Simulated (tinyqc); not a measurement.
Worked calculation: shallow donor in an anisotropic valley (effective-mass theory). Values are carried at full precision from step to step, so a last printed digit may differ when a step is redone from the rounded ones.

Constants: Ry = 13.60569312 eV; a0 (Bohr radius) = 0.5291772105 angstrom; hbar^2/2m0 = 3.80998211 eV angstrom^2; e^2/(4 pi eps0) = 14.39964547 eV angstrom.

Inputs chosen for the exercise (near those of GaP; not measured data):
- ml = 1.952 m0 (longitudinal mass)
- mt = 0.247 m0 (transverse mass)
- eps = 11.1 (dielectric constant)
- a = 19.2 angstrom (trial radius across the axis)
- b = 7.1 angstrom (trial radius along the axis)

## Hydrogen-like estimates

Ry* = Ry m/eps^2 and a* = a0 eps/m for four choices of one mass: mt, the conductivity mass 3/(1/ml + 2/mt), the density-of-states mass (ml mt^2)^(1/3), and ml.

Estimates:

| mass | m (m0) | Ry* (meV) | a* (angstrom) |
|---|---|---|---|
| mt | 0.2470 | 27.28 | 23.78 |
| conductivity | 0.3485 | 38.48 | 16.86 |
| density of states | 0.4920 | 54.33 | 11.94 |
| ml | 1.9520 | 215.55 | 3.01 |

## Energy of one trial function

One valley: H = -c [(d2/dx2 + d2/dy2)/mt + (d2/dz2)/ml] - q/(eps r), c = hbar^2/2m0, q = e^2/(4 pi eps0). Trial function exp(-sqrt((x^2 + y^2)/a^2 + z^2/b^2)) with a > b: T = (c/3)(2/(mt a^2) + 1/(ml b^2)), V = -(q/eps) atan(u/b)/u, u = sqrt(a^2 - b^2). The central cell of the impurity is left out.

Evaluate T, V and E. Scaling both radii by f changes T to T/f^2 and V to V/f, so the best factor is f = -2T/V, with energy -V^2/(4T).

T = 40.802 meV
V = -86.684 meV
E = -45.882 meV
best scale factor = 0.9414
energy after scaling = -46.040 meV

The virial ratio -V/T is 2.125; it is 2 at the best scale. Scaling gains 0.158 meV.

## Scan over the shape

For each ratio b/a = 0.2, 0.3, ..., 0.9 the best scale follows from a = -2 T1/V1, with T1 and V1 taken at a = 1 angstrom.

Scan:

| b/a | a (angstrom) | b (angstrom) | E (meV) |
|---|---|---|---|
| 0.2 | 29.28 | 5.86 | -30.958 |
| 0.3 | 20.34 | 6.10 | -42.320 |
| 0.4 | 17.49 | 7.00 | -46.909 |
| 0.5 | 16.43 | 8.21 | -47.740 |
| 0.6 | 16.08 | 9.65 | -46.753 |
| 0.7 | 16.07 | 11.25 | -44.949 |
| 0.8 | 16.24 | 12.99 | -42.827 |
| 0.9 | 16.52 | 14.87 | -40.630 |

The best listed ratio is 0.5; (mt/ml)^(1/2) = 0.36 and (mt/ml)^(1/3) = 0.50 are common guesses.

## The minimum

Minimise over a and b. The Mott estimate n_c = (0.25/a_m)^3 uses a_m = (a^2 b)^(1/3); 1/angstrom^3 = 1e24/cm^3.

a = 16.54 angstrom
b = 8.00 angstrom
E = -47.766 meV
a_m = 12.98 angstrom
n_c = 7.14 x 1e18/cm^3

b/a = 0.484. The binding energy is 1.751 times Ry*(mt). The central cell of a real donor shrinks the orbit and raises n_c.

## Checks

- Energy from 21 anisotropic Gaussians against the two-parameter function, meV: -47.88 against -47.77.

Computed by tinyqc, a small Python program: `OMP_NUM_THREADS=1 python tinyqc.py 1282004 1282005 out.jsonl` (the numbers bound the seed that draws the inputs); one thread of a shared host (Intel(R) Xeon(R) Processor @ 2.30GHz), about 0.01 s for the whole set of steps.
